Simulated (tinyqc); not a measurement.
Bethe-Salpeter matrix of a two-band square lattice (Tamm-Dancoff form): sweeps and comparisons. A value that a table varies takes the place of the one given here.

One valence and one conduction band, lattice period 1, mesh k = 2 pi j/N along each axis (first index slowest). Pair energies D(k) = Eg + 2 t sum(1 - cos k), t = tc + tv. Screened attraction W(R) = U at R = 0 and V/|R| otherwise, R over the N x N cells with the nearest image; W(q) = sum_R W(R) cos(q R). H(k, k') = D(k) delta - W(k - k')/Nk + 2 J/Nk for singlets (J = 0 for triplets), Nk the number of k points. With a constant transition dipole the strength of a state is f = (sum_k A_k)^2/Nk, and the f sum to 1.

Inputs chosen for the exercise: Eg = 2.4 eV (quasiparticle gap); tc = 0.13 eV (conduction hopping); tv = 0.07 eV (valence hopping); U = 1.46 eV (attraction in the same cell); V = 0.74 eV (attraction at one cell distance); J = 0.38 eV (exchange in the same cell); fs = (0.2, 0.4, 0.7, 1, 1.4, 2, 2.6) (scale factors of U and V).

## Convergence with the k mesh

Lowest triplet and singlet, and f of the singlet, against N.

Results:

| N | Eg - E triplet (eV) | Eg - E singlet (eV) | f singlet |
|---|---|---|---|
| 3 | 0.9303 | 0.6538 | 0.1522 |
| 4 | 0.8856 | 0.5670 | 0.1634 |
| 6 | 0.8750 | 0.5206 | 0.1954 |
| 9 | 0.8746 | 0.5144 | 0.2063 |
| 14 | 0.8746 | 0.5142 | 0.2067 |
| 22 | 0.8746 | 0.5142 | 0.2067 |
| 36 | 0.8746 | 0.5142 | 0.2067 |

The coarsest mesh misjudges the singlet binding by +0.1396 eV against the finest: a mesh of N points along an axis repeats the pair every N cells. The triplet is within 1 meV of the last row from N = 6 on. The singlet is within 1 meV of the last row from N = 9 on. The more tightly bound triplet is the smaller object in R, so it needs no more points than the singlet.

## Strength of the attraction

Triplets, N = 24; U and V scaled together, as weaker screening would do. f is the weight at R = 0.

Results:

| scale | U/t | binding (eV) | f | Eg - second level (eV) |
|---|---|---|---|---|
| 0.20 | 1.46 | 0.0678 | 0.120 | 0.0132 |
| 0.40 | 2.92 | 0.2129 | 0.312 | 0.0493 |
| 0.70 | 5.11 | 0.5140 | 0.578 | 0.1492 |
| 1.0 | 7.30 | 0.8746 | 0.744 | 0.2890 |
| 1.4 | 10.22 | 1.4004 | 0.856 | 0.5156 |
| 2.0 | 14.60 | 2.2304 | 0.926 | 0.9083 |
| 2.6 | 18.98 | 3.0812 | 0.955 | 1.3167 |

The binding grows with exponent 1.65 between scales 0.2 and 0.4 and 1.23 over the last two rows (about 2 for a wide, hydrogen-like pair, 1 for a pair held in one cell). f rises from 0.120 to 0.955. On this mesh a second level lies below the gap from scale 0.2 on; in an infinite lattice the tail V/|R| binds a whole series at any scale. The binding exceeds Eg in the rows from scale 2.6 on, where the ground state itself would be unstable. 

## What each parameter does

N = 24: lowest singlet, its binding and f, and the singlet-triplet splitting. Each row changes one parameter from the base and keeps the others.

Results:

| case | singlet (eV) | binding (eV) | f | splitting (eV) |
|---|---|---|---|---|
| base | 1.8858 | 0.5142 | 0.207 | 0.3603 |
| Eg = 2.6 eV | 2.0858 | 0.5142 | 0.207 | 0.3603 |
| tc = 0.17 eV | 1.9101 | 0.4899 | 0.189 | 0.3129 |
| tv = 0.04 eV | 1.8654 | 0.5346 | 0.222 | 0.4023 |
| U = 1.17 eV | 1.9296 | 0.4704 | 0.108 | 0.2145 |
| V = 0.84 eV | 1.8168 | 0.5832 | 0.177 | 0.3177 |
| J = 0.57 eV | 1.9384 | 0.4616 | 0.090 | 0.4130 |

The largest shifts from the base row, up to three for each result and ties (the steps differ in size, so this ranks the rows, not the parameters). singlet (eV): Eg +0.2000, V -0.0690, J +0.0526. binding (eV): V +0.0690, J -0.0526, U -0.0438; unchanged at the printed digits by Eg. f: J -0.117, U -0.099, V -0.030; unchanged at the printed digits by Eg. splitting (eV): U -0.1458, J +0.0526, tc -0.0475; unchanged at the printed digits by Eg. At zero total momentum only the sum tc + tv enters.

tinyqc: `OMP_NUM_THREADS=1 python tinyqc.py 1250301 1250302 out.jsonl`; about 0.5 s, one thread, shared Intel(R) Xeon(R) Processor @ 2.30GHz.
